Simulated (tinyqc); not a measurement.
Heavy doping: band filling, gap narrowing, band tails and the effective intrinsic density: one step, computed by the program tinyqc. Command: `OMP_NUM_THREADS=1 python tinyqc.py 3010857 3010858 out.jsonl gapnarrow walk`. One thread of a shared host (Intel(R) Xeon(R) Processor @ 2.30GHz), about 0.02 s of CPU time with the checks.

An n-type crystal above its Mott density, with all dopants ionised: n = N_D - N_A, ionised centres N_I = N_D + N_A. Valleys are taken as spherical with mass m_e.

Task: Scales. n = N_D (1 - ratio); Ry* = Ry m_e/eps^2, a* = a_0 eps/m_e; r_s = (3/(4 pi n))^(1/3)/a*; k_F = (3 pi^2 n/M_c)^(1/3); Mott density (0.26/a*)^3.

Inputs (values chosen for the exercise, for a model semiconductor):
```
quantity,value,unit
electron mass m_e,0.248,m_0
valleys M_c,1,-
dielectric constant eps,7.13,-
donor density N_D,5e+19,cm^-3
compensation ratio N_A/N_D,0.5,-
```

Conduction band: parabolic.

Constants: a_0 = 0.529177210903 angstrom; Ry = 13.605693123 eV.

Give: n; Ry*; a*; r_s; k_F; Mott density.

Result:

n = 2.50e+19 cm^-3

Ry* = 66.37 meV

a* = 15.21 angstrom

r_s = 1.394

k_F = 0.09046 1/angstrom

Mott density = 4.991e+18 cm^-3
